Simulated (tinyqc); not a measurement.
How many bands a k.p model needs: band 5 from Gamma to L: k.p theory built from an empirical-pseudopotential calculation at Gamma.

Empirical pseudopotential on the fcc lattice, atoms at +/- tau, tau = a (1,1,1)/8, no spin-orbit coupling. H(G,G') = c (2 pi/a)^2 |k + G|^2 delta + VS(q) cos(q.tau) + i VA(q) sin(q.tau), q = G - G', c = hbar^2/2m0; k and G in units of 2 pi/a; VS at |q|^2 = 3, 8, 11 and VA at 3, 4, 11, in rydberg, zero elsewhere. The basis is fixed: all 65 G with |G|^2 up to Gcut. Energies are counted from the fourth level at Gamma.

k.p in the lowest n states at Gamma: H_nm = (E_n + c k^2) delta + 2 c k.<n|G|m>, k in 1/angstrom; with all states of the basis it is exact.

Constants: hbar^2/2m0 = 3.80998211 eV angstrom^2; Ry = 13.60569312 eV.

Inputs chosen for the exercise (near those of Si; shifted at random, so the results belong to these values and not to a real crystal):

| symbol | value | unit | meaning |
|---|---|---|---|
| a | 5.414 | angstrom | lattice constant |
| VS | (-0.208, 0.039, 0.081) | Ry | symmetric form factors |
| VA | (0, 0, 0) | Ry | antisymmetric form factors |
| Gcut | 16 | (2 pi/a)^2 | largest \|G\|^2 of the fixed basis |

Band 5 (counted from below) at k = f (0.5, 0.5, 0.5) 2 pi/a; n ends on whole multiplets.

Energies (eV):

| f | n = 8 | n = 15 | n = 27 | n = 65 (exact) |
|---|---|---|---|---|
| 0.000 | 3.345 | 3.345 | 3.345 | 3.345 |
| 0.125 | 3.496 | 3.321 | 3.320 | 3.320 |
| 0.250 | 3.865 | 3.060 | 3.056 | 3.053 |
| 0.375 | 4.199 | 2.730 | 2.722 | 2.715 |
| 0.500 | 4.648 | 2.430 | 2.418 | 2.405 |
| 0.625 | 5.221 | 2.194 | 2.177 | 2.155 |
| 0.875 | 6.742 | 1.950 | 1.921 | 1.873 |
| 1.000 | 7.691 | 1.947 | 1.910 | 1.844 |

Give the missing row, f = 0.750.

Computed row:
```
f      n = 8  n = 15  n = 27  n = 65 (exact)
0.750  5.918   2.032   2.010           1.977
```

With n = 8 the band stays within 0.05 eV of the exact one at Gamma only (error at L: +5.847 eV). With n = 15 the band stays within 0.05 eV of the exact one up to f = 0.625 (error at L: +0.103 eV). With n = 27 the band stays within 0.05 eV of the exact one up to f = 0.875 (error at L: +0.066 eV). A smaller basis can only raise a level. The exact band has its minimum on these points at f = 1.000; n = 8 puts it at f = 0.000.

Computed by tinyqc, a small Python program: `OMP_NUM_THREADS=1 python tinyqc.py 1080644 1080645 out.jsonl` (the numbers bound the seed that draws the inputs); one thread of a shared host (Intel(R) Xeon(R) Processor @ 2.30GHz), about 0.3 s for the whole set of steps.
